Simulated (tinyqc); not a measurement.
# Surface potential of a MOS transistor: implicit equation and explicit approximations: what changes with what

p-type body, charge-sheet picture, depletion and inversion only, full ionisation (an idealisation for deep acceptors), Boltzmann statistics (rough once Na exp(x - xn) passes about Nc/7). In units of Vt: xg = (Vg - Vfb)/Vt, x = psi/Vt, G = gamma/sqrt(Vt), xn = (2 phiF + Vc)/Vt. The implicit equation is (xg - x)^2 = G^2 [x - 1 + exp(x - xn)] for x above about 3. Cox = eps0 eox/tox.

Inputs (values chosen for the exercise); band and dielectric values close to those of 4H silicon carbide: temperature T = 350 K; band gap Eg = 3.21 eV; relative permittivity eps_r = 9.56; conduction-band density of states at T Nc = 2.12e19 cm^-3; valence-band density of states at T Nv = 3.11e19 cm^-3; relative permittivity of the gate insulator (close to zirconium oxide) eox = 25.6; insulator thickness tox = 5.1 nm; acceptor density Na = 6.3e17 cm^-3; flat-band voltage Vfb = -0.63 V; channel-body voltage Vc = 0 V; gate-body voltage Vg = 2.64 V.

Constants: q = 1.602176634e-19 C, kB = 1.380649e-23 J/K, Vt = kB T/q, eps0 = 8.8541878128e-14 F/cm where lengths are in cm. Results are converted to the units shown.

Each table varies one quantity; the others keep the values above.

## Accuracy of the approximations against gate voltage

ni = sqrt(Nc Nv) exp(-Eg/(2 Vt)), Eg in volts; phiF = Vt ln(Na/ni); gamma = sqrt(2 q eps0 eps_r Na)/Cox; VT = Vfb + Vt (xn + G sqrt(xn - 1)). Depletion value a = 1 + [sqrt(G^2/4 + xg - 1) - G/2]^2; inversion value b = xn + ln[(xg - xn)^2/G^2 - xn + 1] and first guess y = min(a, b) - ln(1 + exp(-|a - b|)) if a > xn + 1, else b = y = a; one second-order correction with D = exp(y - xn), p = 2 (xg - y) + G^2 (1 + D), w = (xg - y)^2 - G^2 (y - 1 + D): z = y + 2 w/(p + sqrt(p^2 - 2 (2 - G^2 D) w)), or the Newton step z = y + w/p where the root is not real. N_inv = (Cox Vt G/q) [sqrt(x - 1 + exp(x - xn)) - sqrt(x - 1)] at the root. Lambert form (Cox m Vt/q) W0[(G/(2 m sqrt(xn - 1))) exp((Vg - VT)/(m Vt))], m = 1 + G/(2 sqrt(xn - 1)). Errors under 1e-4 mV, and the linear form below VT, are printed as 0.

Accuracy of the approximations against gate voltage:
```
Vg (V),psi (V),x - xn,error of y (mV),error of z (mV),N_inv (cm^-2),Cox (Vg - VT)/q (cm^-2),Lambert form (cm^-2)
2.12,2.601,-12.78,0,0,6.830e4,0,6.295e4
2.32,2.795,-6.333,1.46e-3,0,4.156e7,0,4.008e7
2.52,2.989,0.09177,0.868,0,2.472e10,1.036e11,2.480e10
2.72,3.123,4.545,30.7,9.37,1.747e12,5.652e12,1.862e12
2.92,3.170,6.105,27.6,8.77,5.956e12,1.120e13,6.355e12
3.12,3.197,6.974,20.9,-4.99,1.076e13,1.675e13,1.140e13
3.32,3.215,7.583,17.1,-1.76,1.578e13,2.230e13,1.662e13
3.52,3.229,8.053,14.5,-0.922,2.093e13,2.784e13,2.193e13
3.72,3.241,8.436,12.7,-0.563,2.615e13,3.339e13,2.729e13
```

What does the table show?

psi rises from 2.60 to 3.24 V and ends 8.4 Vt above 2 phiF + Vc. Among the rows the first guess is off by at most 31 mV (at Vg = 2.72 V) and the corrected value by at most 9.4 mV. In the last row the linear form is 28 % above N_inv and the Lambert form 4.4 % above it; in the first row the Lambert form is 7.8 % below it. For Vg = 2.72, 2.92, 3.12, 3.32, 3.52, 3.72 the electron quasi-Fermi level lies less than 2 Vt below the band edge at the surface, or above it, where degeneracy and confinement, left out, matter.

## Effect of the acceptor density at fixed gate voltage

Same model as above.

Vfb is held fixed.

Effect of the acceptor density at fixed gate voltage:
```
Na (cm^-3),psi (V),x - xn,error of y (mV),error of z (mV),N_inv (cm^-2),Cox (Vg - VT)/q (cm^-2),Lambert form (cm^-2)
2.1e16,3.043,8.672,46.4,21.5,5.486e12,1.278e13,6.605e12
4.6e16,3.061,7.697,45.5,20.6,4.595e12,1.108e13,5.388e12
1e17,3.077,6.684,44.0,19.2,3.562e12,9.214e12,4.062e12
2.2e17,3.090,5.539,39.3,15.2,2.328e12,7.036e12,2.573e12
4.8e17,3.092,4.053,22.4,-2.57,9.920e11,4.462e12,1.056e12
1e18,3.061,1.558,1.91,-1.75e-4,1.322e11,1.480e12,1.345e11
2.3e18,2.965,-3.282,0.0558,0,1.629e9,0,1.600e9
5e18,2.831,-9.279,2.04e-4,0,6.116e6,0,5.743e6
```

What does the table show?

As Na goes from 2.1e16 to 5e18, psi goes from 3.04 through a maximum of 3.09 (at Na = 4.8e17 among the rows listed) to 2.83 V, x - xn falls from 8.67 to -9.28 and N_inv falls from 5.49e12 to 6.12e6 cm^-2. The Lambert form lies between 0.939 and 1.20 times N_inv. For Na = 2.1e16, 4.6e16, 1e17, 2.2e17, 4.8e17, 1e18 the electron quasi-Fermi level lies less than 2 Vt below the band edge at the surface, or above it, where degeneracy and confinement, left out, matter.

Computed by the program tinyqc: `OMP_NUM_THREADS=1 python tinyqc.py 2122247 2122248 out.jsonl`, one thread of a shared Intel Xeon 2.30GHz, about 0.01 s for the whole run.
